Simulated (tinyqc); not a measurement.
Worked calculation: valley splitting of a silicon quantum well in envelope theory. Values are carried at full precision from step to step, so a last printed digit may differ when a step is redone from the rounded ones.

Constants: hbar^2/2m0 = 3.80998211 eV angstrom^2; kB = 8.617333262e-05 eV/K.

Inputs chosen for the exercise (near those of a strained Si well in SiGe; the results hold for these values, not for the real material):
```
symbol  value  unit      meaning
k0      0.832  2 pi/a    valley position
a       5.431  angstrom  lattice constant
ml      0.929  m0        mass along z
F       13.1   mV/nm     field pressing towards the upper interface
w       0.4    angstrom  interface width parameter
L       106    angstrom  well width
V0      0.21   eV        conduction offset
C0      0.27             Bloch overlap factor
Yb      0.33             Ge share of the barrier
Yw      0.02             Ge share of the well
ad      160    angstrom  dot radius
```

## Wave number and lengths

q = 2 k0 (2 pi/a), its wavelength, the field length (c/(ml e F))^(1/3) with c = hbar^2/2m0 and 1 mV/nm = 1e-4 eV/angstrom, and the damping factor y/sinh(y), y = pi q w, of a step smoothed as 1/(1 + exp(z/w)).

q = 1.9251 1/angstrom
wavelength = 3.264 angstrom
field length = 14.6 angstrom
damping factor = 0.434

## The envelope

The well lies at 0 < z < L; U(z) = V0 [1/(1 + exp(z/w)) + 1/(1 + exp((L - z)/w))] - e F z, 1 mV/nm = 1e-4 eV/angstrom. The envelope psi solves -(c/ml) psi'' + U psi = E psi, c = hbar^2/2m0, by three-point differences on a grid of 0.1 angstrom from -40 to L + 40 angstrom. The two valleys at +/- k0 couple through D = C0 times the integral of exp(-i q z) U(z) psi^2, q = 2 k0 (2 pi/a), and split by Ev = 2|D|.

Two lowest levels, mean position, and psi^2 at both interfaces.

levels (meV): -99.94  -66.64

<z> = 87.8 angstrom
psi^2 at z = 0 and L (1/angstrom): 3.13e-10  0.00608

The field makes psi^2 at the upper interface 1.94e+07 times that at the lower one. The orbital spacing is 33.3 meV.

## Contributions to the coupling

Split D into the lower barrier, the upper barrier and the field term.

Parts of D (micro-eV):
```
part              real  imaginary    size
lower barrier    0.000      0.000   0.000
upper barrier  -47.485     63.492  79.284
field term      -1.126      1.037   1.531
```

## Valley splitting and phase

The inter-valley coupling D is the sum of the complex parts; Ev = 2|D|, the valley phase is arg D, and kB T equals Ev at T = Ev/kB.

Ev = 162 micro-eV
phase = 2.22 rad
T = 1.9 K

The upper barrier gives the largest part.

## Alloy disorder

Random alloy: with Y(z) = Yw + (Yb - Yw) B(z), B the bracket in U, and in-plane density exp(-r^2/ad^2)/(pi ad^2), D gains a random complex part of variance sigma^2 = (C0^2/pi)(a^2 V0/(8 ad (Yb - Yw)))^2 (4/a) times the integral of psi^4 Y (1 - Y). Alone it gives a mean splitting sqrt(pi) sigma; together with the smooth part the rms splitting is 2 sqrt(|D|^2 + sigma^2).

Give the integral, sigma, the mean splitting from disorder alone and the rms total.

integral = 0.000565 1/angstrom
sigma = 48.5 micro-eV
sqrt(pi) sigma = 86.0 micro-eV
rms splitting = 188.5 micro-eV

|D|/sigma = 1.67: the two parts are comparable.

## Checks

- Lowest level for sharp walls and no field against the square well, meV: both 3.1.
- Size of one barrier part in that case against C0 V0 psi(0)^2/sqrt(q^2 + 4 kappa^2), micro-eV: both 7.3.

tinyqc: `OMP_NUM_THREADS=1 python tinyqc.py 1282766 1282767 out.jsonl`; about 0.2 s, one thread, shared Intel(R) Xeon(R) Processor @ 2.30GHz.
